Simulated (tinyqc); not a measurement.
Square-lattice Ising model by mean field, Bethe lattice, transfer matrix, exact enumeration and Monte Carlo steps. From Binder cumulant U back to temperature T. Computed by tinyqc, a small Python program. Command: `OMP_NUM_THREADS=1 python tinyqc.py 3009965 3009966 out.jsonl ising inv`. One thread of a shared host (Intel(R) Xeon(R) Processor @ 2.30GHz), about 0.02 s of CPU time with the checks.

H = -J sum over nearest pairs s_i s_j, s = +-1, no field, periodic boundaries; energies per site are in J. As a lattice gas or an alloy, s marks which species holds the site.

Inputs (values chosen for the exercise, for a model lattice): coupling J = 28.1 meV.

Enumerated cell: 3 x 3.

States of the 3 x 3 cell:

| E (J) | \|M\| | count |
|---|---|---|
| -18 | 9 | 2 |
| -10 | 7 | 18 |
| -6 | 3 | 12 |
| -6 | 5 | 36 |
| -2 | 1 | 90 |
| -2 | 3 | 72 |
| -2 | 5 | 36 |
| 2 | 1 | 72 |
| 2 | 3 | 72 |
| 6 | 1 | 90 |
| 6 | 3 | 12 |

Constants: k_B = 8.617333262e-05 eV/K.

Method. K = J/(k_B T). Onsager: k_B T_c/J = 2/ln(1 + sqrt 2); mean field: 4; Bethe lattice with z = 4: 2/ln 2. Weights count x exp(-K E); N = 9; u = <E>/N, c = K^2 (<E^2> - <E>^2)/N in k_B, Binder U = 1 - <M^4>/(3 <M^2>^2).

Problem. A run gave the result below. Find the temperature T, known to lie between 840 and 1900 K.

Binder cumulant U = 0.5114982

Solution.

Each step takes the trial c = (a f_b - b f_a)/(f_b - f_a), f being the result less the target and a, b, c the logarithms of the listed values; c replaces end b, the old b replaces a if the sign of f changed, and otherwise f_a is halved.

Scan of the range:

| temperature T (K) | Binder cumulant U |
|---|---|
| 840 | 0.586247 |
| 962 | 0.536934 |
| 1100 | 0.478809 |
| 1260 | 0.416922 |
| 1450 | 0.356301 |
| 1660 | 0.305106 |
| 1900 | 0.262350 |

False position (Illinois rule, in the logarithm of the input) inside the bracket:

| step | end a | end b | trial | Binder cumulant U |
|---|---|---|---|---|
| 1 | 962.00 | 1100.00 | 1020.12 | 0.512295 |
| 2 | 1100.00 | 1020.12 | 1021.95 | 0.511518 |
| 3 | 1100.00 | 1021.95 | 1022.05 | 0.511479 |
| 4 | 1021.95 | 1022.05 | 1022.00 | 0.511498 |

Binder cumulant U falls at every point of a 13-point scan of the range (every second point is shown), so one value fits; it is bracketed by 962 and 1100. Answer: temperature T = 1022 K.
